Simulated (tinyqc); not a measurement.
# Minority carriers and saturation current of a heavily doped emitter: effects of single changes

n-type, parabolic bands, full ionisation. eta = (EF - Ec)/kB T solves N = Nc F12(eta), F12(x) = (2/sqrt(pi)) int_0^infinity sqrt(u)/(1 + exp(u - x)) du. The gap shrinks rigidly by dEg = a3 y^(1/3) + a4 y^(1/4) + a2 y^(1/2), y = N/1e18 cm^-3, an empirical law that is here taken as the true narrowing.

Values chosen for this exercise; band and dielectric values close to those of silicon:
```
symbol,value,unit,meaning
T,350,K,temperature
Eg,1.11,eV,band gap
Nc,3.5e19,cm^-3,conduction-band density of states at 350 K
Nv,3.38e19,cm^-3,valence-band density of states at 350 K
N,7.4e18,cm^-3,ionised donor density
a3,8.2,meV,coefficient of (N/1e18)^(1/3)
a4,11.7,meV,coefficient of (N/1e18)^(1/4)
a2,3.8,meV,coefficient of (N/1e18)^(1/2)
mup,210,cm^2/(V s),minority-hole mobility
Cn,3.5e-31,cm^6/s,Auger coefficient
ts,0.12,us,defect lifetime
W,91,nm,emitter width
S,9100,cm/s,recombination velocity at the contact
```

Constants: q = 1.602176634e-19 C, kB = 1.380649e-23 J/K, Vt = kB T/q. Results are converted to the units shown.

Each table varies one quantity; the others keep the values above.

## Effect of the doping

ni = sqrt(Nc Nv) exp(-Eg/(2 Vt)), Eg in volts; degeneracy factor g = F12(eta) exp(-eta); nie^2 = ni^2 exp(dEg/kB T) g, p0 = nie^2/N; apparent narrowing dEg + kB T ln g. 1/tau = Cn N^2 + 1/ts, D = mup Vt, L = sqrt(D tau); J0 = (q p0 D/L)(s + tanh(W/L))/(1 + s tanh(W/L)), s = S L/D; the share recombining inside is 1 - 1/[cosh(W/L)(1 + tanh(W/L)/s)]. The mobility is held fixed.

Result of one run:
```
N (cm^-3)  apparent narrowing (meV)  p0 (cm^-3)  L (nm)  J0 (fA/cm^2)  share inside (%)
7.2e18                        43.01     7.106e4    4891       1.050e5             2.596
```

What becomes of these results when the ionised donor density N is changed from 7.2e18 to 6.8e17 cm^-3, all else the same?

Result of the changed run:
```
N (cm^-3)  apparent narrowing (meV)  p0 (cm^-3)  L (nm)  J0 (fA/cm^2)  share inside (%)
6.8e17                        20.76     3.599e5    8635       5.223e5            0.8478
```

The whole series:
```
N (cm^-3)  apparent narrowing (meV)  p0 (cm^-3)  L (nm)  J0 (fA/cm^2)  share inside (%)
6.8e17                        20.76     3.599e5    8635       5.223e5            0.8478
1.5e18                        26.53     1.975e5    8333       2.869e5            0.9097
3.3e18                        33.88     1.145e5    7222       1.669e5             1.208
7.2e18                        43.01     7.106e4    4891       1.050e5             2.596
1.6e19                        54.42     4.668e4    2543       7.376e4             8.975
3.4e19                        66.75     3.307e4    1238       6.721e4             29.38
7.5e19                        79.71     2.304e4   566.0       9.816e4             66.65
1.6e20                        88.19     1.430e4   265.8       1.984e5             90.20
3.6e20                        83.82        5500   118.2       3.103e5             98.05
```

The apparent narrowing goes from 20.8 through a maximum of 88.2 (at N = 1.6e20 cm^-3 among the rows listed) to 83.8 meV. p0 goes as N^(-0.76) between the first two rows and N^(-1.18) between the last two (-1 without narrowing or degeneracy), and J0 goes from 5.22e5 through a minimum of 67200 (at N = 3.4e19 cm^-3 among the rows listed) to 3.10e5 fA/cm^2. Past the minimum Auger recombination shortens L faster than p0 falls.

## Approximations to the Fermi level

With u = N/Nc: Boltzmann ln u; Joyce-Dixon ln u + 0.353553 u - 4.95009e-3 u^2 + 1.48386e-4 u^3 - 4.42563e-6 u^4; degenerate limit (3 sqrt(pi) u/4)^(2/3). The Einstein ratio is D/(mu Vt) = F12/Fm, Fm(x) = dF12/dx = (1/sqrt(pi)) int_0^infinity u^(-1/2)/(1 + exp(u - x)) du.

Approximations to the Fermi level:
```
N (cm^-3)     N/Nc       eta  Boltzmann  Joyce-Dixon  degenerate  D/(mu Vt)
2.4e18     0.06857    -2.656     -2.680       -2.656      0.2025      1.024
5.2e18      0.1486    -1.854     -1.907       -1.854      0.3391      1.052
1.1e19      0.3143    -1.047     -1.157       -1.047      0.5589      1.110
2.5e19      0.7143  -0.08641    -0.3365     -0.08641      0.9661      1.248
5.3e19       1.514    0.9395     0.4149       0.9395       1.594      1.514
1.2e20       3.429     2.392      1.232        2.392       2.749      2.112
2.5e20       7.143     4.283      1.966        4.281       4.484      3.145
5.5e20       15.71     7.473      2.755        7.394       7.585      5.136
1.2e21       34.29     12.69      3.535        9.703       12.76      8.551
```

What does the comparison show?

Boltzmann is within 0.1 of eta up to N/Nc = 0.15, Joyce-Dixon within 0.01 up to 7.1, and the degenerate limit is off by 0.065 in the last row. The Einstein ratio rises from 1.02 to 8.55: degenerate carriers diffuse faster for the same mobility.

## Effect of the contact

Same model as above.

Effect of the contact:
```
S (cm/s)  J0 (fA/cm^2)  share inside (%)
80              3701.3            75.778
340             6613.1            42.404
1500             19578            14.312
6200             71668            3.8964
26000         2.8367e5           0.97099
1.1e5         1.0673e6           0.24488
4.8e5         3.1864e6          0.070066
2.1e6         5.8613e6          0.029886
8.8e6         7.2315e6          0.020817
```

Read the table: what changes, and by how much?

J0 rises from 3700 to 7.23e6 fA/cm^2, between the limits q p0 (D/L) tanh(W/L) = 2800 and q p0 (D/L) coth(W/L) = 7.80e6; W/L = 0.019, so passivating the contact can gain at most a factor of 2780.

Range of the model: Band tails, non-parabolic bands and incomplete ionisation are left out.

Program tinyqc, `OMP_NUM_THREADS=1 python tinyqc.py 2330033 2330034 out.jsonl`; Intel Xeon 2.30GHz, shared host, one thread, about 0.01 s.
